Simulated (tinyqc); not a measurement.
Undoped symmetric double-gate MOSFET, analytic potential model: two steps of the calculation.

An undoped body of thickness ts between two equal insulators and tied gates; long channel, electrons only, n = ni exp((psi - V)/Vt) with V the quasi-Fermi potential (0 at the source, Vd at the drain), constant mobility, no quantisation. Across the body psi(x) = V - 2 Vt ln[(ts/(2 beta)) sqrt(q ni/(2 eps0 eps_r Vt)) cos(2 beta x/ts)], x from the centre. Q is the electron charge per area of the whole body.

Parameters, values chosen for the exercise; material values close to those of silicon: temperature T = 325 K; relative permittivity of the semiconductor eps_r = 11.6; body thickness ts = 5 nm; gate voltage Vg = 0.58 V.

Constants: q = 1.602176634e-19 C, kB = 1.380649e-23 J/K, Vt = kB T/q, eps0 = 8.8541878128e-14 F/cm where lengths are in cm. Results are converted to the units shown.

Problem 1. beta at the source by Newton steps. With V = 0: f = ln(beta) - ln(cos beta) + 2 r beta tan(beta) - (Vg - V0)/(2 Vt); f' = 1/beta + tan(beta) + 2 r [tan(beta) + beta/cos^2(beta)]; beta(new) = beta - f/f'.

beta at the start = 1.5
r = 2.2547315
V0 = 0.63329946 V

Find: f; f'; beta after iteration 1.

Solution 1.

f = 99.391
f' = 1430.2
beta after iteration 1 = 1.4305

Problem 2. Potential and electron density across the body at the source. psi(x) as above with V = 0 and beta = beta_s; n = ni exp(psi/Vt).

```
point,x/ts
0,0
1,0.1
2,0.2
3,0.3
4,0.4
5,0.45
6,0.5
```

beta_s = 0.26753943
ni = 6.3032254e10 cm^-3

Give: psi; n.

Solution 2.

```
point,psi (V),n (cm^-3)
0,0.4394,4.112e17
1,0.4395,4.124e17
2,0.4398,4.160e17
3,0.4402,4.220e17
4,0.4407,4.307e17
5,0.4411,4.360e17
6,0.4415,4.421e17
```

The density at the surface is 1.08 times that at the centre (1/cos^2 beta).

Numbers from tinyqc (`OMP_NUM_THREADS=1 python tinyqc.py 2440057 2440058 out.jsonl`; about 0.02 s on one thread of a shared Intel Xeon 2.30GHz).
